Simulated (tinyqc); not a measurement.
## ESD clamp with bipolar snapback, compact model and design window: effect of the drain ballast and contact resistance

The drain junction multiplies the current that enters it: Igen = (M - 1)(Ic + I0), M = 1/(1 - (Vj/BV)^n). The generated holes leave through the substrate resistance and the base of the parasitic npn: Igen = Vb/Rb + Ic/be, Ic = Is exp(Vb/Vt). Terminal current I = Ic + I0 + Igen and voltage V = Vj + I Ro, per width. Isothermal, constant gain.

For given Vb: Ic, Igen, M = 1 + Igen/(Ic + I0), Vj = BV (1 - 1/M)^(1/n), I and V. Vt1 is the maximum of V along the curve, Vh the following minimum, Vt2 the voltage at I = It2. It1 and Ih are the currents at Vt1 and Vh.

Values chosen for this exercise; values close to those of grounded-gate n-channel clamps: temperature T = 300 K; junction breakdown voltage BV = 6.4 V; exponent of the multiplication n = 3.8; current gain of the parasitic npn be = 11.7; saturation current Is = 5.1e-17 A/um; junction leakage I0 = 1.2e-12 A/um; substrate resistance Rb = 8100 ohm um; failure current for 100 ns It2 = 5.3 mA/um.

Constants: q = 1.602176634e-19 C, kB = 1.380649e-23 J/K, Vt = kB T/q. Results are converted to the units shown.

Results:
```
Ro (ohm um)	Vt1 (V)	It1 (uA/um)	Vh (V)	Ih (uA/um)	Vt2 (V)	Vt2 - Vt1 (V)
52	6.403	59.42	3.719	3969	3.735	-2.667
92	6.405	61.35	3.853	2881	3.947	-2.458
280	6.417	65.14	4.229	1501	4.944	-1.473
490	6.431	67.08	4.492	1063	6.057	-0.3744
860	6.456	69.09	4.817	741.3	8.018	1.561
1500	6.501	71.18	5.207	511.1	11.41	4.908
```

Estimate the missing row, Ro = 160 ohm um.

Computed row:
```
Ro (ohm um)	Vt1 (V)	It1 (uA/um)	Vh (V)	Ih (uA/um)	Vt2 (V)	Vt2 - Vt1 (V)
160	6.410	63.23	4.019	2094	4.308	-2.102
```

With this row back in the table: As Ro goes from 52 to 1500 ohm um, Vt1 rises from 6.40 to 6.50 V, It1 rises from 59.4 to 71.2 uA/um, Vh rises from 3.72 to 5.21 V and Vt2 rises from 3.74 to 11.4 V. Vt2 exceeds Vt1, the condition for all fingers to turn on, in 2 of the 7 rows. Ballast buys uniform turn-on with a higher clamping voltage.

Numbers from tinyqc (`OMP_NUM_THREADS=1 python tinyqc.py 2670134 2670135 out.jsonl`; about 0.01 s on one thread of a shared Intel Xeon 2.30GHz).
